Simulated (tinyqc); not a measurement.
Model-solid line-up of a strained alloy layer on a substrate, step by step. Values are carried at full precision from step to step, so a last printed digit may differ when a step is redone from the rounded ones.

All values of the alloy are linear in x but the gap, Eg(x) = (1 - x) Eg_A + x Eg_B - C x (1 - x), and the valence edge, Ev(x) = (1 - x) Ev_A + x Ev_B + fv C x (1 - x); Ec = Ev + Eg. Ev is the top of the unstrained valence band on a scale common to all materials. In the layer only the Gamma valley of the conduction band is followed, also where an X or L valley would lie lower.

Parameters, chosen for this exercise (A near InP, B near GaP, substrate near Ge; the results hold for these values, not for the real material): a = (5.874, 5.459) angstrom (lattice constant of A, B); Eg = (1.437, 2.866) eV (gap at Gamma to the s-like level of A, B); Dso = (0.107, 0.08) eV (spin-orbit splitting of A, B); Ev = (-0.93, -1.29) eV (top of the unstrained valence band of A, B); ac = (-6.04, -8.24) eV (conduction deformation potential of A, B); av = (0.59, 1.69) eV (valence hydrostatic potential of A, B); b = (-1.98, -1.61) eV (tetragonal shear potential of A, B); d = (-5.06, -4.58) eV (trigonal shear potential of A, B); C11 = (101.8, 139.8) GPa (of A, B); C12 = (55.8, 61.2) GPa (of A, B); C44 = (45.5, 71) GPa (of A, B); C = 0.592 eV (bowing of the gap); fv = 0.3 (share of the bowing taken by the valence edge); x = 0.84 (fraction of B); a_s = 5.654 angstrom (substrate); face = 001 (growth face); Eg_s = 0.748 eV (lowest gap of the substrate); Ev_s = -0.35 eV (substrate valence edge).

## Values of the alloy

Interpolate.

Alloy at x (a in angstrom, C11, C12, C44 in GPa, all else in eV):
```
symbol,value
a,5.5254
Eg,2.5578
Dso,0.0843
Ev,-1.2085
ac,-7.8880
av,1.5140
b,-1.6692
d,-4.6568
C11,133.7200
C12,60.3360
C44,66.9200
```

## Strain on the (001) substrate

Coherent growth on a (001) face: e_par = (a_s - a)/a, e_perp = -2 (C12/C11) e_par; exx = eyy = e_par, ezz = e_perp, no shear.

Use the values of the alloy.

e_par = 0.023274
e_perp = -0.021003

strain tensor in the cubic axes:
```
,x,y,z
x,0.023274,0.000000,0.000000
y,0.000000,0.023274,0.000000
z,0.000000,0.000000,-0.021003
```

The layer is under tension in the plane; its volume changes by +2.555 %. Above 2 % only a few nanometres stay coherent, and linear deformation potentials lose accuracy.

## Strained band edges

Strained edges: Ec + ac tr(e); the valence edges are Ev plus the levels of the 6 x 6 matrix of X, Y, Z times spin with -Dso/3 + l exx + m (eyy + ezz) on the diagonal (cyclic), n exy off it, l = av + 2 b, m = av - b, n = sqrt(3) d. Spin-orbit term (Dso/3) L.sigma on X, Y, Z with (L_k)_ij = -i epsilon_kij: <X+|H|Y+> = -i Dso/3, <X+|H|Z-> = Dso/3, <Y+|H|Z-> = -i Dso/3, <Z+|H|X-> = -Dso/3, <Z+|H|Y-> = i Dso/3, <X-|H|Y-> = i Dso/3, and their conjugates; + and - are the spin along z.

Give the hydrostatic shifts, the strain block and the edges.

ac tr(e), av tr(e) (eV): -0.2015  0.0387

strain block (eV), lower triangle:
```
,X,Y,Z
X,-0.0352
Y,0,-0.0352
Z,0,0,0.1865
```

Ec and the three valence edges from the top (eV): 1.1478  -1.0440  -1.2438  -1.3061

strained gap = 2.1917 eV

Strain moves the gap by -366 meV: -240 meV from the volume and -126 meV from the splitting of the valence edge, which always raises the top.

## Offsets against the substrate material

dEc = Ec(substrate) - Ec(layer), dEv = Ev(layer) - Ev(substrate); positive values confine the carrier in the layer. Type I: both of one sign; type II: opposite signs; type III: the gaps do not overlap.

Give also the smallest gap across the interface, min Ec - max Ev.

dEc = -0.7498 eV
dEv = -0.6940 eV

type: I

smallest gap = 0.7480 eV

Both carriers collect in the substrate material; the conduction band takes 52 % of the gap difference. Where the alloy is indirect its X or L edge, left out, lies lower and changes dEc.

## Checks

- Valence edges against the closed form for (001) strain: they agree to 1e-10 or better.

Run: tinyqc, `OMP_NUM_THREADS=1 python tinyqc.py 1050022 1050023 out.jsonl`; Intel(R) Xeon(R) Processor @ 2.30GHz, one thread, shared host; about 0.01 s of CPU time with all checks.
